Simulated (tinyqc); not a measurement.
Implanted layer, carriers, mobility and sheet resistance with incomplete ionisation: two steps of the calculation.

An n-type layer from the surface x = 0 to the junction xj, N(x) = N0 exp(-(x - Rp)^2/(2 sg^2)). Local neutrality (no depletion at surface or junction, no spilling of carriers), intrinsic carriers neglected, Boltzmann statistics.

Values chosen for this exercise; values close to those of arsenic in silicon over a p-type background:
- T = 400 K (temperature)
- Nb = 4.3e14 cm^-3 (background doping of the opposite type)
- N0 = 9.5e16 cm^-3 (peak chemical concentration)
- m1 = 50.5 cm^2/(V s) (mobility limit at high doping)
- m2 = 1400 cm^2/(V s) (mobility limit at low doping, at 300 K)
- Nr = 9.38e16 cm^-3 (reference doping of the mobility law)
- am = 0.676 (exponent of the mobility law)
- bt = 2.1 (temperature exponent of m2)
- Ns = 1.94e20 cm^-3 (solubility limit of active dopant)
- NB = 4.22e19 cm^-3 (conduction-band density of states at T)
- Ei = 0.0543 eV (ionisation energy in the dilute limit)
- gd = 2 (degeneracy factor of the level)
- ks = 0 eV cm (lowering of Ei per N^(1/3))
- sg = 85 nm (straggle after annealing)
- Rp = 130 nm (projected range)

Constants: q = 1.602176634e-19 C, kB = 1.380649e-23 J/K, Vt = kB T/q. Results are converted to the units shown.

Problem 1. Junction depth and local values. xj = Rp + sg sqrt(2 ln(N0/Nb)); 11 equal steps from 0 to xj. Active dopant A = min(N, Ns); n solves n (n + Nb)/(A - Nb - n) = K, K = (NB/gd) exp(-E/Vt), E = max(Ei - ks A^(1/3), 0), so n = 2 K (A - Nb)/[Nb + K + sqrt((Nb + K)^2 + 4 K (A - Nb))]; mobility mu = m1 + (m2 (T/300 K)^(-bt) - m1)/(1 + ((A + Nb)/Nr)^am).

Wanted: xj; x; N; A; n; mu.

Solution 1.

xj = 409.3 nm

```
point  x (nm)  N (cm^-3)  A (cm^-3)  n (1e16 cm^-3)  mu (cm^2/(V s))
0         0.0   2.950e16   2.950e16           2.887            539.3
1        37.2   5.235e16   5.235e16           5.131            476.4
2        74.4   7.671e16   7.671e16           7.499            431.4
3       111.6   9.281e16   9.281e16           9.049            408.6
4       148.8   9.270e16   9.270e16           9.039            408.7
5       186.0   7.644e16   7.644e16           7.473            431.8
6       223.2   5.205e16   5.205e16           5.102            477.1
7       260.5   2.926e16   2.926e16           2.864            540.2
8       297.7   1.358e16   1.358e16           1.311            610.3
9       334.9   5.203e15   5.203e15           0.477            672.3
10      372.1   1.646e15   1.646e15           0.122            714.6
11      409.3   4.300e14   4.300e14           0.000            736.4
```

At the point of highest doping 98.0 % of the net active dopant gives free carriers. The mobility runs from 409 to 736 cm^2/(V s).

Problem 2. Sheet quantities by the trapezoid rule. Dose = integral of N, carrier sheet density = integral of n, 1/Rs = q integral of n mu, mean mobility 1/(q Rs sheet density), Hall mobility (unit Hall factor) = integral of n mu^2 over integral of n mu, Hall sheet density = (integral of n mu)^2/integral of n mu^2; all from 0 to xj.

```
point     x (nm)     N (cm^-3)  n (1e16 cm^-3)  mu (cm^2/(V s))
0        0.00000  2.9498125e16       2.8874344        539.33646
1       37.20753  5.2352437e16       5.1314346        476.41878
2       74.41506  7.6711973e16       7.4986821        431.41395
3      111.62258  9.2805380e16       9.0491131        408.56311
4      148.83011  9.2697264e16       9.0387325        408.70325
5      186.03764  7.6444181e16       7.4727932        431.83209
6      223.24517  5.2048199e16       5.1017103        477.09099
7      260.45270  2.9258412e16       2.8637770        540.17537
8      297.66023  1.3579367e16       1.3108722        610.34425
9      334.86775  5.2034584e15       0.4767783        672.28132
10     372.07528  1.6462220e15       0.1215764        714.64031
11     409.28281        4.3e14       0.0000000        736.40852
```

Find: dose; carrier sheet density; Rs; mean mobility; Hall mobility; Hall sheet density.

Solution 2.

dose = 1.889e12 cm^-2
carrier sheet density = 1.842e12 cm^-2
Rs = 7534 ohm/square
mean mobility = 449.7 cm^2/(V s)
Hall mobility = 456.2 cm^2/(V s)
Hall sheet density = 1.816e12 cm^-2

Carriers make up 97.5 % of the dose. A Hall measurement weights the mobile tail, so its sheet density is 1.4 % below the true one.

Program tinyqc, `OMP_NUM_THREADS=1 python tinyqc.py 2110091 2110092 out.jsonl`; Intel Xeon 2.30GHz, shared host, one thread, about 0.01 s.
